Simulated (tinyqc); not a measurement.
Configuration-coordinate model of a defect: Huang-Rhys factor and luminescence line shape: one step, computed by the program tinyqc.

Ground state E_g(Q) = (1/2) omega_g^2 Q^2; excited state E_e(Q) = E_0 + (1/2) omega_e^2 (Q - dQ)^2 with omega_e = omega_g and E_0 = E_ZPL. Q is mass-weighted; the dipole does not depend on Q (Condon approximation).

Task: Huang-Rhys factors and vertical energies. S = hbar omega dQ^2/(2 hbar^2/u) for each state; relaxation energy S hbar omega; absorption at E_0 + S_e hbar omega_e, emission at E_0 - S_g hbar omega_g; the Stokes shift is their difference.

Inputs (values chosen for the exercise, for a model defect): zero-phonon energy E_ZPL = 1.01 eV; displacement dQ = 0.451 u^(1/2) angstrom; ground-state phonon hbar omega_g = 55.8 meV.

Modes: equal frequencies in both states.

Constants: hbar^2/u = 4.18015928e-03 eV angstrom^2.

Give: S_g; S_e; relaxation energy, ground state; relaxation energy, excited state; vertical absorption energy; vertical emission energy; Stokes shift.

Result:

S_g = 1.358

S_e = 1.358

relaxation energy, ground state = 0.07575 eV

relaxation energy, excited state = 0.07575 eV

vertical absorption energy = 1.086 eV

vertical emission energy = 0.9342 eV

Stokes shift = 0.1515 eV

The coupling is intermediate: phonon replicas can be resolved beside the zero-phonon line.
